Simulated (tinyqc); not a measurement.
Worked calculation: gated graphene: carriers, quantum capacitance and optical conductivity. Values are carried at full precision from step to step, so a last printed digit may differ when a step is redone from the rounded ones.

Cones E = +/- hv |k|, four flavours, D(E) = 2|E|/(pi hv^2). n = (2/pi)(kT/hv)^2 F_1(mu/kT), p = (2/pi)(kT/hv)^2 F_1(-mu/kT), in 1/angstrom^2 (1e16 for 1/cm^2); F_1(eta) = integral_0^infinity x dx/(1 + exp(x - eta)). Cq/e^2 = d(n - p)/d mu = (2 kT/(pi hv^2)) ln(2 + 2 cosh(mu/kT)).

Gate: V = mu/e + e (n - p)/Cox with Cox/e^2 = k/(4 pi e2 t), t in angstrom, e2 = e^2/(4 pi eps0); 1/(eV angstrom^2) in C/e^2 equals 1602.176634 microfarad/cm^2; total 1/C = 1/Cox + 1/Cq.

Constants: kB = 8.617333262e-05 eV/K; e^2/(4 pi eps0) = 14.39964547 eV angstrom; fine-structure constant alpha = 0.007297352564.

Parameters, chosen for this exercise (Fermi velocity near that of graphene, gate dielectric near hBN; not measured data): hv = 6.3 eV angstrom (hbar vF); T = 300 K; k = 3.35 (dielectric constant of the gate layer); t = 20 nm (its thickness); V = 5.84 V (gate voltage from the neutrality point); E = 0.829 eV (photon energy); Gm = 20 meV (intraband damping).

## Chemical potential at the gate voltage

Solve the gate equation for mu.

Cox = 0.1483 microfarad/cm^2
mu = 0.2497 eV
n = 5.17e+12 1/cm^2
p = 6.86e+06 1/cm^2

mu takes 4.3 % of the gate voltage; the zero-temperature rule |mu| = hv sqrt(pi |n - p|) gives 0.2540 eV.

## Quantum capacitance

1/(eV angstrom^2) in C/e^2 equals 1602.176634 microfarad/cm^2; 1/C = 1/Cox + 1/Cq.

Cq = 6.416 microfarad/cm^2
C = 0.1450 microfarad/cm^2
Cq at mu = 0 = 0.9210 microfarad/cm^2

C is 0.977 of Cox.

## Optical conductivity at one energy

Conductivity over sigma0 = e^2/(4 hbar): interband Re = sinh(E/2kT)/(cosh(mu/kT) + cosh(E/2kT)); intraband Re = (8 kT/pi) ln(2 cosh(mu/2kT)) Gm/(E^2 + Gm^2). A free sheet absorbs about pi alpha_f Re(sigma/sigma0), alpha_f the fine-structure constant (alpha among the constants).

Evaluate both parts and the absorption.

interband = 0.9983
intraband = 0.0092
absorption = 2.310 %

E is above 2|mu| = 0.4993 eV; at this temperature interband transitions are mostly open; the universal value is pi alpha_f = 2.293 %.

## Checks

- Cq/e^2 against the finite difference of n - p (1/(eV angstrom^2)): both 0.004004.

Computed by tinyqc, a small Python program: `OMP_NUM_THREADS=1 python tinyqc.py 1651607 1651608 out.jsonl` (the numbers bound the seed that draws the inputs); one thread of a shared host (Intel(R) Xeon(R) Processor @ 2.30GHz), about 0.01 s for the whole set of steps.
